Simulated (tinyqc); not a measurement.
Worked calculation: Pariser-Parr-Pople SCF with singles CI, for the molecule [CH2+]c1ccccn1 (SMILES; centres numbered as the heavy atoms are written). One step of it, computed by the program tinyqc.

Question. Iteration 1: Fock matrix. F_rr = H_rr + P_rr gamma_rr / 2 + sum_(s != r) P_ss gamma_rs; F_rs = H_rs - P_rs gamma_rs / 2; E = tr P (H + F) / 2 + core repulsion sum_(r<s) z_r z_s gamma_rs.

P at the start, lower triangle:
```
,1C,2C,3C,4C,5C,6C,7N
1C,0.420788
2C,0.627895,1.000000
3C,0.289606,0.521938,0.855197
4C,-0.105957,0.000000,0.704130,1.000000
5C,-0.289606,-0.229688,0.144803,0.638896,0.855197
6C,-0.123731,0.000000,-0.294922,0.000000,0.627895,1.000000
7N,0.275649,0.529691,-0.137824,-0.291180,0.137824,0.709549,0.868818
```

core matrix H (eV), lower triangle:
```
,1C,2C,3C,4C,5C,6C,7N
1C,-32.702663
2C,-2.370000,-38.591990
3C,0.000000,-2.370000,-37.056652
4C,0.000000,0.000000,-2.370000,-36.053328
5C,0.000000,0.000000,0.000000,-2.370000,-35.804619
6C,0.000000,0.000000,0.000000,0.000000,-2.370000,-36.128261
7N,0.000000,-2.490000,0.000000,0.000000,0.000000,-2.490000,-40.452764
```

repulsion gamma_rs (eV), lower triangle:
```
,1C,2C,3C,4C,5C,6C,7N
1C,11.130000
2C,5.345539,11.130000
3C,3.872515,5.346287,11.130000
4C,2.881267,3.872515,5.345539,11.130000
5C,2.621087,3.517455,3.872515,5.346287,11.130000
6C,2.881267,3.872515,3.518103,3.873196,5.346287,11.130000
7N,3.940988,5.477679,3.941692,3.574524,3.940988,5.476893,12.300000
```

Centres (angstrom, eV; a flat drawing with bonds scaled to 1.40 angstrom):
```
centre,x,y,core charge z,W,gamma_rr
1C,2.400000,0.000000,1,11.160000,11.130000
2C,1.000000,0.000000,1,11.160000,11.130000
3C,0.300000,1.212000,1,11.160000,11.130000
4C,-1.100000,1.212000,1,11.160000,11.130000
5C,-1.800000,0.000000,1,11.160000,11.130000
6C,-1.100000,-1.212000,1,11.160000,11.130000
7N,0.300000,-1.212000,1,14.100000,12.300000
```

Give: F; pi energy.

Answer.

F (eV), lower triangle:
```
,1C,2C,3C,4C,5C,6C,7N
1C,-10.2756
2C,-4.0482,-10.6933
3C,-0.5608,-3.7652,-9.7217
4C,0.1526,0.0000,-4.2520,-9.2810
5C,0.3795,0.4040,-0.2804,-4.0779,-8.9967
6C,0.1783,0.0000,0.5188,0.0000,-4.0485,-9.2659
7N,-0.5432,-3.9407,0.2716,0.5204,-0.2716,-4.4331,-12.1809
```

pi energy = -82.5441 eV
